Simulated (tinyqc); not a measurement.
The integration grid: Kohn-Sham TPSS on finer and finer grids in the sto-3g basis, for H4, spin multiplicity 3. Computed by the program tinyqc with PySCF. Self-consistent on each grid; the net force on the molecule should vanish.

Geometry (angstrom):

| atom | x | y | z |
|---|---|---|---|
| H | 0.0000 | 0.0000 | 0.0000 |
| H | 0.0000 | 0.0000 | 0.8810 |
| H | 0.0000 | 0.0000 | 1.9560 |
| H | 0.0000 | 0.0000 | 2.8370 |

Kohn-Sham energy on Becke grids (radial x angular points per atom):

| grid | points | residual of the electron count | E (hartree) | E - finest (mhartree) | largest net force without grid terms (hartree/bohr) |
|---|---|---|---|---|---|
| 10 x 14 | 538 | 2.73e-02 | -1.95710 | -8.24028 | 1.67e-16 |
| 15 x 26 | 1530 | -6.78e-05 | -1.95179 | -2.93420 | 1.94e-16 |
| 20 x 50 | 3958 | 4.10e-04 | -1.94897 | -0.10712 | 8.33e-17 |
| 30 x 86 | 10257 | 1.08e-04 | -1.94889 | -0.03359 | 3.05e-16 |
| 50 x 194 | 38691 | -5.35e-08 | -1.94886 | 0.00006 | 6.66e-16 |
| 75 x 302 | 90438 | -8.28e-10 | -1.94886 | 0.00000 | 2.50e-16 |
| 120 x 590 | 282482 | -4.01e-12 | -1.94886 | 0.00000 | 5.83e-16 |

What does the comparison show, and why?

The energy is within 0.1 mhartree of the finest grid first at 30 x 86. The error has one sign here, though quadrature is not variational. The net force vanishes by symmetry here, so only the electron count signals a poor grid.
